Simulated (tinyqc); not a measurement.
# Absorption edge of a degenerate semiconductor, band filling against gap narrowing: the optical edge against doping

n-type, parabolic bands, full ionisation. eta = (EF - Ec)/kB T solves N = Nc F12(eta), F12(x) = (2/sqrt(pi)) int_0^infinity sqrt(u)/(1 + exp(u - x)) du. The gap shrinks rigidly by dEg = a3 y^(1/3) + a4 y^(1/4) + a2 y^(1/2), y = N/1e18 cm^-3, an empirical law that is here taken as the true narrowing.

Vertical transitions need an empty final state: the edge is taken where the state lies 4 kB T below EF, E_opt = Eg - dEg + (1 + me/mh) max(eta - 4, 0) kB T; wavelength h c/(q E_opt).

Parameters, values chosen for the exercise; band and dielectric values close to those of gallium arsenide:
- T = 400 K (temperature)
- Eg = 1.39 eV (band gap)
- Nc = 6.66e17 cm^-3 (conduction-band density of states at 400 K, from me)
- me = 0.0667 m0 (electron mass)
- mh = 0.493 m0 (hole mass)
- a3 = 12 meV (coefficient of (N/1e18)^(1/3))
- a4 = 8.6 meV (coefficient of (N/1e18)^(1/4))
- a2 = 2.8 meV (coefficient of (N/1e18)^(1/2))

Constants: q = 1.602176634e-19 C, kB = 1.380649e-23 J/K, Vt = kB T/q. Results are converted to the units shown.

Results:

| N (cm^-3) | eta | dEg (meV) | filling shift (meV) | E_opt (eV) |
|---|---|---|---|---|
| 1.4e17 | -1.4855 | 12.539 | 0 | 1.3775 |
| 3e17 | -0.63924 | 15.932 | 0 | 1.3741 |
| 6.5e17 | 0.31616 | 20.374 | 0 | 1.3696 |
| 1.4e18 | 1.4656 | 26.092 | 0 | 1.3639 |
| 3e18 | 3.0091 | 33.475 | 0 | 1.3565 |
| 6.6e18 | 5.4214 | 43.487 | 55.625 | 1.4021 |
| 1.4e19 | 9.1175 | 56.034 | 200.26 | 1.5342 |
| 6.7e19 | 26.120 | 96.262 | 865.60 | 2.1593 |

Estimate the missing row, N = 3.1e19 cm^-3.

Computed row:

| N (cm^-3) | eta | dEg (meV) | filling shift (meV) | E_opt (eV) |
|---|---|---|---|---|
| 3.1e19 | 15.591 | 73.579 | 453.59 | 1.7700 |

With this row back in the table: E_opt goes from 1.38 through a minimum of 1.36 (at N = 3e18 cm^-3 among the rows listed) to 2.16 eV, against Eg = 1.39 eV; the filling shift is 0 while eta is below 4. At the end narrowing grows as N^(0.35) and EF - Ec as N^(0.67). Filling therefore wins at high density. For N = 1.4e19, 3.1e19, 6.7e19 EF lies more than 0.2 eV in the band, where non-parabolicity lowers it markedly.

Range of the model: Band tails, non-parabolic bands and incomplete ionisation are left out.

tinyqc, about 0.01 s, one thread, Intel Xeon 2.30GHz (shared host): `OMP_NUM_THREADS=1 python tinyqc.py 2330124 2330125 out.jsonl`
